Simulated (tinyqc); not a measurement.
Thermoelectric coefficients with electrons and holes, Landauer integrals: one step of the calculation.

Bulk parabolic band, x = (E - Ec)/kB T, C = hbar^2/(2 m0), kB T in eV. Modes per area gv m kB T x/(4 pi C) times the back-scattering length l0 x^rr give the transport function s0 X(x), s0 = (2 q^2/h) gv m kB T l0/(4 pi C), X = x^(1 + rr). Holes have the same form with the prefactor bb s0 and the reduced level -eta - xg in place of eta. I_k = int X (x - eta)^k w dx, w = 1/(4 cosh^2((x - eta)/2)).

Question. The three integrals on a coarse grid. Simpson's rule on nE equally spaced points from xa to xe.

Parameters, values chosen for the exercise: energy exponent of that length rr = 0.5; reduced Fermi level (EF - Ec)/kB T eta = -2.9; lower end of the grid xa = 0; upper end of the grid xe = 12; points of the grid nE = 17.

Give: x; X; w; X w; I_0, I_1, I_2 on this grid.

Answer.

```
point       x        X          w        X w
0       0.000        0   0.049434          0
1       0.750  0.64952   0.024691   0.016037
2       1.500   1.8371   0.011981   0.022011
3       2.250   3.3750  0.0057327   0.019348
4       3.000   5.1962  0.0027245   0.014157
5       3.750   7.2618  0.0012907  0.0093727
6       4.500   9.5459  6.1051e-4  0.0058279
7       5.250   12.029  2.8857e-4  0.0034713
8       6.000   14.697  1.3635e-4  0.0020040
9       6.750   17.537  6.4417e-5  0.0011297
10      7.500   20.540  3.0431e-5  6.2503e-4
11      8.250   23.696  1.4375e-5  3.4063e-4
12      9.000   27.000  6.7903e-6  1.8334e-4
13      9.750   30.444  3.2075e-6  9.7652e-5
14     10.500   34.024  1.5151e-6  5.1551e-5
15     11.250   37.734  7.1570e-7  2.7006e-5
16     12.000   41.569  3.3807e-7  1.4053e-5
```

I_0, I_1, I_2 on this grid: 0.072258  0.39052  2.2910

Range of the model: Parabolic bands, elastic scattering and a fixed kL make these model figures, not those of a material.

Computed by the program tinyqc: `OMP_NUM_THREADS=1 python tinyqc.py 2800047 2800048 out.jsonl`, one thread of a shared Intel Xeon 2.30GHz, about 0.03 s for the whole run.
